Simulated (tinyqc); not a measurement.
# Admittance spectroscopy of a deep trap, step by step

Numbers from tinyqc (`OMP_NUM_THREADS=1 python tinyqc.py 2050139 2050140 out.jsonl`; about 0.01 s on one thread of a shared Intel Xeon 2.30GHz). Printed values are rounded.

Schottky contact on an n-type layer with shallow donors Nd (all ionised) and a donor-like deep trap, neutral when filled and positive when empty; depletion approximation. Traps within lam of the depletion edge stay filled. The traps at xt = W - lam, where the level crosses the Fermi level, follow a slow signal and not a fast one. w = 2 pi f.

Parameters, values chosen for the exercise; material values close to those of gallium arsenide:
```
symbol,value,unit,meaning
eps_r,12.8,,relative permittivity
Nc,4.37e17,cm^-3,conduction-band density of states at 300 K
vth,4.4e7,cm/s,thermal velocity at 300 K
Nd,2.1e15,cm^-3,shallow donor density
Vbi,0.76,V,built-in voltage
Et,0.45,eV,depth of the trap below the conduction edge
sn,4e-16,cm^2,capture cross-section
Nt,2.3e14,cm^-3,trap density
Vr,0,V,reverse bias
f,48000,Hz,signal frequency
T,433,K,temperature
```

Constants: q = 1.602176634e-19 C, kB = 1.380649e-23 J/K, eps0 = 8.8541878128e-14 F/cm where lengths are in cm. Results are converted to the units shown.

## Widths and limiting capacitances

lam = sqrt(2 eps0 eps_r (EF - ET)/(q Nd)), EF - ET = Et - (kB T/q) ln(Nc(T)/Nd), Nc(T) = Nc (T/300 K)^1.5. In the steady state at the band bending V, 2 eps0 eps_r V/q = Nd W^2 + Nt (W - lam)^2 (the second term only if W > lam). V = Vbi + Vr. C_HF = eps0 eps_r/W, C_LF = eps0 eps_r (Nd + Nt)/(Nd W + Nt xt).

lam = 393.8783 nm
W = 707.9543 nm
xt = 314.0760 nm
C_HF = 16.00860 nF/cm^2
C_LF = 16.93888 nF/cm^2

The step is 5.81 % of C_HF.

## Admittance at the signal frequency

Emission rate en = sn vth(T) Nc(T) exp(-Et/kB T) = sn g T^2 exp(-Et/kB T), g = vth Nc/(300 K)^2, as vth goes as T^0.5 and Nc as T^1.5 (degeneracy factor 1). Inflection frequency w0 = 2 en [1 + Nt xt/(Nd W)]; C = C_HF + (C_LF - C_HF)/(1 + (w/w0)^2), G/w = (C_LF - C_HF)(w/w0)/(1 + (w/w0)^2).

en = 92700.62 1/s
w0/(2 pi) = 30941.26 Hz
C = 16.28169 nF/cm^2
G/w = 0.4236370 nF/cm^2

The signal lies near the inflection, where the loss is largest.
